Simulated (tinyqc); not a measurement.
## Length offset and series resistance from crossing lines

Inverse problem. R_total = Rs + k (L - dL)/Vo with constant Rs, dL and k. Find k, dL and Rs.

R_total at (L, Vo) = (90, 0.31), (180, 0.31), (90, 0.82) and (180, 0.82), L in nm and Vo in V (ohm um): 791.54839  1314.1290  529.36585  726.92683

Solution. At each overdrive R is a straight line in L with slope k/Vo; the two lines cross at L = dL, R = Rs.

k = 1.800 ohm um V/nm
dL = 17.40 nm
Rs = 370.0 ohm um

Program tinyqc, `OMP_NUM_THREADS=1 python tinyqc.py 2282130 2282131 out.jsonl`; Intel Xeon 2.30GHz, shared host, one thread, about 0.03 s.
